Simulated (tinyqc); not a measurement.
Pair-potential crystal by lattice sums: one step, computed by the program tinyqc.

Energy per atom E = (1/2) sum over neighbours of phi(r); d is the nearest-neighbour distance.

Task: Energy and virial pressure. E = (1/2) sum count x phi; P = -(1/(6 Omega)) sum count x r phi', Omega = 0.707107 d^3.

Inputs (values chosen for the exercise, for model atoms): pair minimum r0 = 3.15 angstrom; trial neighbour distance d/r0 = 1.

Potential: Mie n-m. Structure: hcp.

Shells:
```
shell  count  r (angstrom)     phi (eV)  phi' (eV/angstrom)  phi'' (eV/angstrom^2)
1         12      3.150000  -0.04361965         -0.00407451              0.3501134
2          6      4.454773  -0.00641565          0.01420294             -0.0232497
3          2      5.143928  -0.00083318          0.00357707             -0.0094389
4         18      5.455960  -0.00011902          0.00116610             -0.0062434
```

Constants: 1 eV/angstrom^3 = 160.2176634 GPa.

Give: energy at the trial distance; pressure at the trial distance.

Result:

energy at the trial distance = -0.28287 eV/atom

pressure at the trial distance = -0.45541 GPa

The pressure is negative, so the lattice wants to contract.
